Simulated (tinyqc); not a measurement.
Hubbard ring of 3 sites, step by step. One step of it, computed by the program tinyqc.

Task: Mean-field iteration 2. H(up) = T + U n(down), H(down) = T + U n(up); fill the lowest levels; n(new) = n + mixing (n(out) - n); E = tr T (rho up + rho down) + U sum n_up n_down of the output.

one-body matrix (hopping and site energies) (eV):
```
           1          2          3
1   0.000000  -1.890000  -1.890000
2  -1.890000   0.000000  -1.890000
3  -1.890000  -1.890000   0.000000
```

U = 1.500000 eV

electrons, up and down: 2  1

mixing = 0.500000

n(up) after iteration 1: 1 0.937167, 2 0.234166, 3 0.937167

n(down) after iteration 1: 1 0.141583, 2 0.608334, 3 0.141583

Give: levels, up; levels, down; energy; n(up) after iteration 2; n(down) after iteration 2.

Result:

levels, up (eV): -3.353  2.102  2.588

levels, down (eV): -2.772  2.639  3.296

energy = -4.682 eV

n(up) after iteration 2: 1 0.898, 2 0.258, 3 0.898

n(down) after iteration 2: 1 0.215, 2 0.516, 3 0.215
